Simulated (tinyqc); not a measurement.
Which stress helps holes along [110]: six-band Luttinger-Kohn model with strain.

Six-band Luttinger-Kohn model in the basis |3/2,3/2>, |3/2,1/2>, |3/2,-1/2>, |3/2,-3/2>, |1/2,1/2>, |1/2,-1/2>, electron energies, zero at the top of the unstrained valence band. H = -[rows: (P+Q, -S, R, 0, -S/r2, r2 R); (-S*, P-Q, 0, R, -r2 Q, r32 S); (R*, 0, P-Q, S, r32 S*, r2 Q); (0, R*, S*, P+Q, -r2 R*, -S*/r2); (-S*/r2, -r2 Q, r32 S, -r2 R, P+Dso, 0); (r2 R*, r32 S*, r2 Q, -S/r2, 0, P+Dso)], r2 = sqrt(2), r32 = sqrt(3/2). Levels are twofold.

P = c g1 k^2 - av tr(e); Q = c g2 (kx^2 + ky^2 - 2 kz^2) - (b/2)(exx + eyy - 2 ezz); R = c sqrt3 [-g2 (kx^2 - ky^2) + 2i g3 kx ky] + (sqrt3/2) b (exx - eyy) - i d exy; S = 2 c sqrt3 g3 (kx - i ky) kz - d (exz - i eyz); c = hbar^2/2m0, e the strain tensor (not engineering shear).

s11 = (C11 + C12)/((C11 - C12)(C11 + 2 C12)), s12 = -C12/((C11 - C12)(C11 + 2 C12)), s44 = 1/C44; exx = s11 sxx + s12 (syy + szz) and cyclic, exy = s44 sxy/2; tension is positive. A uniaxial stress X along the unit vector n is s_ij = X n_i n_j.

Constants: hbar^2/2m0 = 3.80998211 eV angstrom^2.

Parameters, chosen for this exercise (near those of GaAs; the results hold for these values, not for the real material):
- Dso = 0.331 eV (spin-orbit splitting)
- g1 = 6.99 (Luttinger gamma1)
- g2 = 2.07 (gamma2)
- g3 = 2.92 (gamma3)
- av = 1.14 eV (valence hydrostatic potential)
- b = -2.04 eV (tetragonal shear potential)
- d = -4.82 eV (trigonal shear potential)
- C11 = 123.8 GPa
- C12 = 55.4 GPa
- C44 = 61.6 GPa
- X1 = 1.9 GPa (size of the stress)

Each load has size X1 (biaxial: sxx = syy); masses are curvatures of the top pair at k = 0.

Results:
```
load                         splitting (meV)  top edge (meV)  m [110]  m [001]
uniaxial [110], compression            103.9            48.4    0.068    0.263
uniaxial [110], tension                 79.9            56.4    0.547    0.099
uniaxial [100], compression            129.2            63.3    0.117    0.258
uniaxial [100], tension                 91.6            65.9    0.168    0.110
uniaxial [111], compression             95.4            43.3    0.090    0.143
uniaxial [111], tension                 73.6            52.1    0.246    0.143
biaxial (001), compression              91.6            38.2    0.110    0.351
biaxial (001), tension                 129.2            91.0    0.258    0.076
```

How do the results move, and what explains it?

The lightest mass along [110] (0.068) comes with uniaxial [110], compression. The largest splitting (129.2 meV) comes with uniaxial [100], compression; biaxial (001), tension. The heaviest mass along [001] (0.351), which lowers the confinement energy in a (001) channel, comes with biaxial (001), compression. The splitting per GPa follows b (s11 - s12) for loads along cube axes and d s44 for [111]: here 2 |b| (s11 - s12) = 59.6 and |d| s44/sqrt3 = 45.2 meV per GPa in the limit of large Dso; where the splitting nears Dso, mixing with the split-off band makes it depend on the sign of the load.

Computed by tinyqc, a small Python program: `OMP_NUM_THREADS=1 python tinyqc.py 1051259 1051260 out.jsonl` (the numbers bound the seed that draws the inputs); one thread of a shared host (Intel(R) Xeon(R) Processor @ 2.30GHz), about 0.2 s for the whole set of steps.
